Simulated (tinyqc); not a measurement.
Worked calculation: tight binding, honeycomb lattice. Computed by tinyqc, a small Python program that keeps every step. Settings: t1 = 2.29, t2 = 0, phi = 1.57, delta = 0, points = 7. Command: `OMP_NUM_THREADS=1 python tinyqc.py 26069 26070 out.jsonl` (the two numbers bound the seeds that draw the settings). One thread of a shared host (Intel(R) Xeon(R) Processor @ 2.60GHz), about 0.01 s of CPU time with the checks.

## Bloch Hamiltonian at k

Parameters chosen for this model:

| parameter | value | unit |
|---|---|---|
| t1 | 2.290000 | eV, nearest |
| t2 | 0 | eV, second neighbours |
| phi | 1.570000 | rad, phase of t2 (Haldane) |
| delta | 0 | eV, +/- on A and B |

k point k (fractions of the reciprocal vectors): -0.020000  0.020000

H_AB = -t1 (1 + exp(-i k.a1) + exp(-i k.a2)); H_AA = delta - 2 t2 sum cos(k.b + phi), H_BB = -delta - 2 t2 sum cos(k.b - phi), b = a1, a2 - a1, -a2.

H(k) at k (eV):
```
           A          B
A   0.000000  -6.833885
B  -6.833885   0.000000
```

## Levels at k

Diagonalise the Hermitian matrix.

eigenvalues (eV): -6.833885  6.833885

weights |c|^2 of the basis functions:
```
     band 1    band 2
A  0.500000  0.500000
B  0.500000  0.500000
```

## Bloch Hamiltonian at K

k point K (fractions of the reciprocal vectors): 0.333333  0.666667

As before.

H(k) at K (eV):
```
          A         B
A  0.000000  0.000000
B  0.000000  0.000000
```

## Levels at K

As before.

eigenvalues (eV): 0.000000  0.000000

## Bands along a path

The same steps at evenly spaced points between the labelled ones.

Bands along the path (eV):

| k | band 1 | band 2 |
|---|---|---|
| G | -6.870000 | 6.870000 |
| G-K 0.25 | -6.256396 | 6.256396 |
| G-K 0.50 | -4.580000 | 4.580000 |
| G-K 0.75 | -2.290000 | 2.290000 |
| K | 0 | 0 |
| K-M 0.25 | -0.948549 | 0.948549 |
| K-M 0.50 | -1.676396 | 1.676396 |
| K-M 0.75 | -2.133940 | 2.133940 |
| M | -2.290000 | 2.290000 |
| M-K' 0.25 | -2.133940 | 2.133940 |
| M-K' 0.50 | -1.676396 | 1.676396 |
| M-K' 0.75 | -0.948549 | 0.948549 |
| K' | 0 | 0 |

With 1 band(s) filled, the highest filled level on these points lies at K and the lowest empty one at K: the bands touch or overlap, so there is no gap.
